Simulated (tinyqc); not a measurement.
Graded p-n junction, non-linear Poisson equation by Newton steps: two steps of the calculation.

One dimension, p side on the left, n side on the right; net doping C = (Nd - Na)/2 + ((Nd + Na)/2) tanh(x/Lg). The potential psi is counted from the intrinsic level, and the quasi-Fermi potentials are flat: 0 for holes and -V for electrons, so n = ni exp((psi + V)/Vt) and p = ni exp(-psi/Vt) (Boltzmann statistics, full ionisation, no current).

Values chosen for this exercise; band and dielectric values close to those of gallium phosphide:
- T = 400 K (temperature)
- eps_r = 11.1 (relative permittivity)
- V = 0 V (bias of the p side against the n side)

Constants: q = 1.602176634e-19 C, kB = 1.380649e-23 J/K, Vt = kB T/q, eps0 = 8.8541878128e-14 F/cm where lengths are in cm. Results are converted to the units shown.

Task 1. Newton step. Solve the tridiagonal system a_(i-1) d_(i-1) + b_i d_i + a_i d_(i+1) = -F_i for nodes 1 to 11, with d = 0 on fixed nodes. Each component d is damped to sign(d) Vt ln(1 + |d|/Vt) before it is added.

| interval | coupling a_i (F/cm^2) |
|---|---|
| 0 | 6.5960728e-9 |
| 1 | 7.6782410e-9 |
| 2 | 9.0166500e-9 |
| 3 | 1.0455477e-8 |
| 4 | 1.2208880e-8 |
| 5 | 1.4243693e-8 |
| 6 | 1.2362451e-8 |
| 7 | 1.0920165e-8 |
| 8 | 9.4501428e-9 |
| 9 | 8.2589483e-9 |
| 10 | 7.1738310e-9 |
| 11 | 6.3000952e-9 |

| node | diagonal b (F/cm^2) | residual F (C/cm^2) |
|---|---|---|
| 1 | -4.8939544e-5 | 5.0086147e-16 |
| 2 | -4.1860312e-5 | 2.4283803e-13 |
| 3 | -3.5658117e-5 | 4.4941415e-11 |
| 4 | -2.9130451e-5 | 3.4596399e-9 |
| 5 | -1.9691173e-5 | 8.1395076e-8 |
| 6 | -2.9546289e-7 | -2.6240219e-7 |
| 7 | -1.0099802e-6 | -2.9857604e-8 |
| 8 | -2.0102300e-6 | -7.3038788e-10 |
| 9 | -2.5356325e-6 | -4.5508705e-12 |
| 10 | -2.9294023e-6 | -1.0665304e-14 |
| 11 | -3.3500759e-6 | ~0 |

| node | psi after iteration 1 (V) |
|---|---|
| 0 | -0.93083444 |
| 1 | -0.93083384 |
| 2 | -0.93082014 |
| 3 | -0.93062523 |
| 4 | -0.92886234 |
| 5 | -0.92067411 |
| 6 | 0.77294919 |
| 7 | 0.81320651 |
| 8 | 0.83273168 |
| 9 | 0.83604270 |
| 10 | 0.83632107 |
| 11 | 0.83633629 |
| 12 | 0.83633683 |

Find: Newton step d, before damping; psi after iteration 2.

Result 1.

| node | Newton step d, before damping (V) |
|---|---|
| 1 | 0.00000 |
| 2 | 0.00000 |
| 3 | 0.00000 |
| 4 | 0.00012 |
| 5 | 0.00349 |
| 6 | -0.88963 |
| 7 | -0.04046 |
| 8 | -0.00058 |
| 9 | 0.00000 |
| 10 | 0.00000 |
| 11 | 0.00000 |

| node | psi after iteration 2 (V) |
|---|---|
| 0 | -0.93083 |
| 1 | -0.93083 |
| 2 | -0.93082 |
| 3 | -0.93062 |
| 4 | -0.92874 |
| 5 | -0.91735 |
| 6 | 0.65959 |
| 7 | 0.78644 |
| 8 | 0.83215 |
| 9 | 0.83604 |
| 10 | 0.83632 |
| 11 | 0.83634 |
| 12 | 0.83634 |

Task 2. Converged densities, field and charge. n and p as above; field E_i = -(psi_(i+1) - psi_i)/h_i on each interval; charge on either side of the peak Q = eps0 eps_r |E|max (Gauss).

| node | x (nm) | converged psi (V) | net doping C (cm^-3) |
|---|---|---|---|
| 0 | -5950 | -0.93083444 | -7.5999966e16 |
| 1 | -4460 | -0.93083384 | -7.5998665e16 |
| 2 | -3180 | -0.93082013 | -7.5968540e16 |
| 3 | -2090 | -0.93062394 | -7.5538375e16 |
| 4 | -1150 | -0.92874208 | -7.1532192e16 |
| 5 | -345 | -0.91760490 | -5.1807297e16 |
| 6 | 345 | -0.88176353 | -1.9292703e16 |
| 7 | 1140 | 0.11089235 | 3.2681671e14 |
| 8 | 2040 | 0.82828045 | 4.3781083e15 |
| 9 | 3080 | 0.83602431 | 4.8597330e15 |
| 10 | 4270 | 0.83632102 | 4.8978666e15 |
| 11 | 5640 | 0.83633629 | 4.8999276e15 |
| 12 | 7200 | 0.83633683 | 4.8999985e15 |

ni = 1.4217256e5 cm^-3

Wanted: n; p; field E; peak |E|; charge Q.

Result 2.

| node | n (cm^-3) | p (cm^-3) |
|---|---|---|
| 0 | 2.660e-7 | 7.600e16 |
| 1 | 2.660e-7 | 7.600e16 |
| 2 | 2.661e-7 | 7.597e16 |
| 3 | 2.676e-7 | 7.554e16 |
| 4 | 2.826e-7 | 7.152e16 |
| 5 | 3.904e-7 | 5.178e16 |
| 6 | 1.104e-6 | 1.830e16 |
| 7 | 3.548e6 | 5697 |
| 8 | 3.879e15 | 5.211e-6 |
| 9 | 4.856e15 | 4.163e-6 |
| 10 | 4.898e15 | 4.127e-6 |
| 11 | 4.900e15 | 4.125e-6 |
| 12 | 4.900e15 | 4.125e-6 |

| interval | field E (kV/cm) |
|---|---|
| 0 | 0.00 |
| 1 | 0.00 |
| 2 | 0.00 |
| 3 | -0.02 |
| 4 | -0.14 |
| 5 | -0.52 |
| 6 | -12.49 |
| 7 | -7.97 |
| 8 | -0.07 |
| 9 | 0.00 |
| 10 | 0.00 |
| 11 | 0.00 |

peak |E| = 12.49 kV/cm
charge Q = 12.27 nC/cm^2

Numbers from tinyqc (`OMP_NUM_THREADS=1 python tinyqc.py 2000166 2000167 out.jsonl`; about 0.06 s on one thread of a shared Intel Xeon 2.30GHz).

~0 in a residual or rate marks an entry under 1e-11 of the largest of its column.
